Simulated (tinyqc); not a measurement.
Worked calculation: velocity overshoot from momentum and energy balance equations after a field step. Computed by tinyqc, a small Python program that keeps every step. Command: `OMP_NUM_THREADS=1 python tinyqc.py 3030405 3030406 out.jsonl overshoot walk`. One thread of a shared host (Intel(R) Xeon(R) Processor @ 2.30GHz), about 0.04 s of CPU time with the checks. Intermediate numbers are printed to about 6 digits and carried at full precision; extremes and crossings named in words are read from the listed rows.

At t = 0 the field jumps from 0 to F in a uniform sample. v is the drift velocity and u = w - (3/2) k_B T the excess energy per carrier.

Inputs (values chosen for the exercise, modelled on electrons in GaN except for tau_E):
```
quantity,value,unit
effective mass m,0.2,m_0
low-field mobility mu_0,1300,cm^2/(V s)
saturation velocity v_s,2.1,1e7 cm/s
energy relaxation time tau_E,0.59,ps
field after the step F,85,kV/cm
lattice temperature T,300,K
time step dt,2.2,fs
```

Scheme: explicit Euler.

Constants: m_0 = 9.1093837015e-31 kg; e = 1.602176634e-19 C; k_B = 8.617333262e-05 eV/K.

## Constants and steady state

dv/dt = e F/m - v/tau_m(u), du/dt = e F v - u/tau_E, tau_m(u) = tau_0/(1 + c u), tau_0 = m mu_0/e, c = mu_0/(e tau_E v_s^2); this choice gives the steady state v (1 + mu_0 F v/v_s^2) = mu_0 F, which saturates at v_s. Steady velocity v = 2 mu_0 F/(1 + sqrt(1 + 4 (mu_0 F/v_s)^2)); u = e F v tau_E; carrier temperature T + 2u/(3 k_B), neglecting the drift energy m v^2/2.

tau_0 = 147.826 fs

c = 4.99635 1/eV

acceleration e F/m = 0.0747499 1e7 cm/s per fs

steady velocity = 1.90991 1e7 cm/s

steady excess energy = 0.957821 eV

steady carrier temperature = 7710.03 K

tau_E/tau_0 = 3.99, and in the steady state tau_m has shrunk to 25.6 fs. Caution: the excess energy exceeds 0.5 eV, where non-parabolicity, upper valleys and impact ionisation matter.

## First four steps

dv/dt = e F/m - v/tau_m(u), du/dt = e F v - u/tau_E, tau_m(u) = tau_0/(1 + c u), tau_0 = m mu_0/e, c = mu_0/(e tau_E v_s^2); this choice gives the steady state v (1 + mu_0 F v/v_s^2) = mu_0 F, which saturates at v_s. Step: v_new = v + dt (e F/m - v/tau_m(u)), u_new = u + dt (e F v - u/tau_E). Start v = u = 0; the distance adds dt (v + v_new)/2.

Steps:
```
step,t (fs),v (1e7 cm/s),u (eV),tau_m (fs)
1,2.2,0.164450,0.00000000,147.826
2,4.4,0.326452,0.00030752,147.600
3,6.6,0.486036,0.00091684,147.152
4,8.8,0.643219,0.00182231,146.493
```

After the first step u is still 0, below the drift energy m v^2/2, because the explicit scheme uses the old v: an error of the finite time step.

## The whole transient

Run to 8 times the larger of tau_E and tau_0, but at most 20001 steps, and stop early if |v| > 1000 v_s or u < -1/(2c); the run is accepted if the last v is within 0.5 % of the steady value.

Selected steps, the peak among them:
```
step,t (fs),v (1e7 cm/s),u (eV),distance (nm)
1,2.20000e+00,0.16445,0,1.80895e-02
3,6.60000e+00,0.48604,9.16839e-04,1.61462e-01
5,1.10000e+01,0.79801,3.01833e-03,4.44215e-01
10,2.20000e+01,1.53568,1.31625e-02,1.73312e+00
19,4.18000e+01,2.69913,4.71252e-02,5.96220e+00
34,7.48000e+01,4.06625,1.37720e-01,1.73404e+01
53,1.16600e+02,4.64069,2.81015e-01,3.59678e+01
62,1.36400e+02,4.54296,3.48189e-01,4.50885e+01
112,2.46400e+02,3.07542,6.12011e-01,8.67931e+01
202,4.44400e+02,2.25948,7.99122e-01,1.37157e+02
365,8.03000e+02,1.99833,9.11146e-01,2.12276e+02
659,1.44980e+03,1.92011,9.52182e-01,3.38124e+02
1189,2.61580e+03,1.91014,9.57691e-01,5.61126e+02
2146,4.72120e+03,1.90991,9.57821e-01,9.63246e+02
```

peak velocity = 4.64069 1e7 cm/s

time of the peak = 116.6 fs

distance at the peak = 35.9678 nm

last relative deviation from the steady velocity = 1.34462e-07

peak over steady velocity = 2.42980

The velocity overshoots to 2.43 times its steady value: momentum follows the field within tau_m while the energy, and with it the scattering rate, builds up over tau_E. A channel shorter than a few times 36 nm would see this.

## Error of the time step

The peak velocity is recomputed with dt/2 and dt/4 and by an adaptive Runge-Kutta method (tolerance 1e-9).

Peak velocity:
```
step,v_peak (1e7 cm/s),error (%)
dt,4.64069,1.19589
dt/2,4.61299,0.59170
dt/4,4.59934,0.29418
adaptive,4.58585,0.00000
```

The explicit scheme puts the peak 1.20 % too high; halving dt divides the error by 2.02, as a first-order method should.

Checks made by the program: peak at dt/4 against the adaptive solution (relative difference 3e-03).
